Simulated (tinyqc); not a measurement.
Line shape against size: Raman line shape of confined optical phonons and breathing modes of small crystals. Computed by tinyqc, a small Python program. Command: `OMP_NUM_THREADS=1 python tinyqc.py 3003339 3003340 out.jsonl confine walk`. One thread of a shared host (Intel(R) Xeon(R) Processor @ 2.30GHz), about 0.02 s of CPU time with the checks.

Confinement in 3 direction(s) lets phonons with q away from zero scatter light. q is in units of 2 pi/a, from 0 to 1, and the branch is isotropic: omega(q)^2 = (omega_0^2 + omega_X^2)/2 + ((omega_0^2 - omega_X^2)/2) cos(pi q). The model and its constant beta are phenomenological; beta = 8 is the common choice.

Inputs (values chosen for the exercise, modelled on diamond):

| quantity | value | unit |
|---|---|---|
| bulk frequency omega_0 | 1331 | 1/cm |
| frequency at the zone boundary omega_X | 1190 | 1/cm |
| natural width Gamma_0 | 1.9 | 1/cm |
| lattice constant a | 3.567 | angstrom |
| size L | 12 | nm |
| confinement constant beta | 4 | - |

Shape: sphere.

Method:
- Weight W(q) = q^2 exp(-(2 L q/a)^2/(2 beta)) dq, that is exp(-k^2 L^2/(2 beta pi^2)) for k = 2 pi q/a.
- Width q_c = a sqrt(2 beta)/(2 L), where the exponential falls to 1/e; curvature of the branch: omega(q) = omega_0 - c q^2, c = pi^2 (omega_0^2 - omega_X^2)/(8 omega_0); for small q_c the mean of q^2 is (number of confined directions) q_c^2/2, and the mean shift is -c times that.
- I(omega) = int W(q) / [(omega - omega(q))^2 + (Gamma_0/2)^2] dq / int W dq x (Gamma_0/2)^2, by 400 Gauss-Legendre points on 0 < q < min(1, 2.5 a sqrt(2 beta)/L).
- The peak is the maximum of I; the width is taken between the half-maximum points, and the asymmetry is the low-side half-width over the high-side one.

mean shift, quadratic estimate = -0.873351 1/cm

Line shape:

| L (nm) | peak shift (1/cm) | full width (1/cm) | asymmetry | mean shift, quadratic estimate (1/cm) |
|---|---|---|---|---|
| 3 | -5.5833 | 17.986 | 2.5904 | -13.974 |
| 3.6 | -4.0557 | 12.932 | 2.4842 | -9.7039 |
| 4.4 | -2.9041 | 9.1544 | 2.3136 | -6.4960 |
| 5.5 | -2.0431 | 6.4169 | 2.0754 | -4.1574 |
| 7 | -1.4223 | 4.5673 | 1.7958 | -2.5666 |
| 10 | -0.84426 | 3.0646 | 1.4254 | -1.2576 |
| 15 | -0.45585 | 2.2982 | 1.1516 | -0.55894 |
| 25 | -0.19016 | 1.9755 | 1.0212 | -0.20122 |

What follows from these numbers?

The peak shift falls with exponent -1.75 at the small end and -1.71 at the large end. For still larger L it tends to the mean shift, which goes as 1/L^2; the ratio is 0.40 in the first row and 0.95 in the last. The width exceeds Gamma_0 by over 10 % for L up to 15 nm. In a sphere the factor q^2 removes the weight at q = 0, so the peak itself moves strongly.

Extremes, crossings and ranges named in words are read from the listed rows.
